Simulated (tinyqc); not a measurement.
One-sided p+-n junction, ionisation integral and breakdown: effect of the drift doping.

A p+ layer at x < 0 and an n drift layer from x = 0. Depletion approximation, built-in voltage neglected. Local ionisation coefficients alpha_n = an exp(-(bn/E)^mx), alpha_p = ap exp(-(bp/E)^mx). Electrons move towards +x, holes towards x = 0.

W = sqrt(2 eps0 eps_r V/(q N)), peak field E0 = q N W/(eps0 eps_r), falling linearly to 0 at W. G(x) = integral from 0 to x of (alpha_n - alpha_p); I_n = integral of alpha_n exp(-G) (electrons injected at x = 0), I_p = integral of alpha_p exp(G(end) - G) (holes injected at the far edge); M = 1/(1 - I). Integrals on a fine grid; BV is where I_n = 1. Specific on-resistance Ron = W/(q mu N) with constant mobility and full ionisation.

Inputs (values chosen for the exercise); material values close to those of germanium: relative permittivity eps_r = 15.8; prefactor of the electron ionisation coefficient an = 1.58e7 1/cm; field constant for electrons bn = 1.53e6 V/cm; prefactor of the hole ionisation coefficient ap = 1.04e7 1/cm; field constant for holes bp = 1.33e6 V/cm; exponent mx = 1; electron mobility of the drift layer mu = 3670 cm^2/(V s).

Constants: q = 1.602176634e-19 C, eps0 = 8.8541878128e-14 F/cm where lengths are in cm. Results are converted to the units shown.

Effect of the drift doping:
```
N (cm^-3)  BV (V)  E0 at BV (kV/cm)  W at BV (um)  Ron (mohm cm^2)  BV^2/Ron (MW/cm^2)  eps0 eps_r mu E0^3/4 (MW/cm^2)
4.5e15       47.2               221          4.28            0.162                13.8                            13.8
8.6e15       29.1               239          2.43           0.0480                17.6                            17.6
1.7e16       17.6               262          1.35           0.0135                23.1                            23.1
3.2e16       11.2               287         0.783          0.00416                30.3                            30.3
6.1e16       7.19               317         0.454          0.00127                40.9                            40.9
1.2e17       4.58               355         0.258          3.66e-4                57.4                            57.4
2.3e17       3.03               399         0.152          1.12e-4                81.8                            81.8
4.3e17       2.07               452        0.0918          3.63e-5                 118                             118
```

BV falls from 47.2 to 2.07 V while the critical field rises from 221 to 452 kV/cm. BV goes as N^(-0.75) between the first two rows and N^(-0.61) between the last two (a coefficient proportional to E^7 gives -0.75 without punch-through). Ron goes as BV^(2.69) over the table; the last two columns agree since BV = E0 W/2 and N = eps0 eps_r E0/(q W). For N = 3.2e16, 6.1e16, 1.2e17, 2.3e17, 4.3e17 the layer is under 0.5 um wide or BV under 16 V, so dead space, tunnelling and the built-in voltage, all left out, matter.

Program tinyqc, `OMP_NUM_THREADS=1 python tinyqc.py 2120063 2120064 out.jsonl`; Intel Xeon 2.30GHz, shared host, one thread, about 0.03 s.
